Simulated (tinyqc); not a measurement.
## Zener tunnelling in a reverse-biased junction, two-band WKB: effect of the doping Na

Abrupt p-n junction, depletion approximation. Energies E are counted from the conduction-band edge of the neutral n side; its Fermi level lies at dn, that of the p side at dn - V, and the valence-band edge of the neutral p side at Em = dn + dp - V. Tunnelling needs 0 < E < Em. Two-band dispersion with equal masses m: inside the gap kappa = sqrt(m u (1 - u/Eg)/C), u the distance from a band edge, C = hbar^2/(2 m0).

Nd = Nc F12(dn/Vt), Na = Nv F12(dp/Vt), F12(x) = (2/sqrt(pi)) int_0^infinity sqrt(u)/(1 + exp(u - x)) du; dn = EF - Ec on the n side, dp = Ev - EF on the p side (negative outside the bands); Vbi = Eg + dn + dp. W = sqrt(2 eps0 eps_r (Vbi - V)(1/Na + 1/Nd)/q), mean field F = (Vbi - V)/W, peak field 2 F. In a uniform field F the exponent is S = pi sqrt(m/C) Eg^1.5/(4 F). Transverse energy Et = C kt^2/m raises it to S (1 + 4 Et/Eg), so T = exp(-S) exp(-Et/Eb) with Eb = Eg/(4 S). KJ = (2 q^2/h) m/(4 pi C) (times 1e14 for A/cm^2 per eV^2). J = KJ exp(-S) Eb times the integral from 0 to Em of [f(E - dn) - f(E - dn + V)] [1 - exp(-min(E, Em - E)/Eb)] dE, f(x) = 1/(1 + exp(x/Vt)), with S and Eb from the mean field; J > 0 flows from p to n.

Parameters, values chosen for the exercise; band and dielectric values those of a made-up semiconductor:
```
symbol,value,unit,meaning
T,200,K,temperature
Eg,1.72,eV,band gap
eps_r,14.4,,relative permittivity
Nc,2.11e17,cm^-3,conduction-band density of states at 200 K
Nv,4.96e18,cm^-3,valence-band density of states at 200 K
m,0.089,m0,band-edge mass of the two-band model
Nd,4.2e18,cm^-3,donor density
V,-1.6,V,bias of the p side
```

Constants: q = 1.602176634e-19 C, kB = 1.380649e-23 J/K, hbar = 1.054571817e-34 J s, h = 6.62607015e-34 J s, m0 = 9.1093837015e-31 kg, Vt = kB T/q, eps0 = 8.8541878128e-14 F/cm where lengths are in cm, hbar^2/(2 m0) = 0.0380998212 eV nm^2. Results are converted to the units shown.

Effect of the doping Na:
```
Na (cm^-3),Vbi (V),mean field (MV/cm),S,J (A/cm^2)
7.7e17,1.840,0.3750,72.20,-5.890e-25
1e18,1.845,0.4181,64.76,-1.121e-21
1.4e18,1.851,0.4772,56.75,-3.878e-18
1.8e18,1.856,0.5231,51.77,-6.200e-16
2.4e18,1.862,0.5764,46.98,-8.204e-14
3.2e18,1.868,0.6291,43.05,-4.594e-12
4.2e18,1.874,0.6770,40.00,-1.044e-10
5.6e18,1.880,0.7244,37.38,-1.536e-9
```

What does the comparison show?

The mean field rises from 0.375 to 0.724 MV/cm, as Na^(0.33), S falls from 72.2 to 37.4, and |J| rises from 5.89e-25 to 1.54e-9 A/cm^2: 15.4 decades, of which exp(-S) accounts for 15.1.

Range of the model: Parabolic densities of states, no band tails and no gap narrowing, all of which matter at such doping.

tinyqc, about 0.01 s, one thread, Intel Xeon 2.30GHz (shared host): `OMP_NUM_THREADS=1 python tinyqc.py 2620080 2620081 out.jsonl`
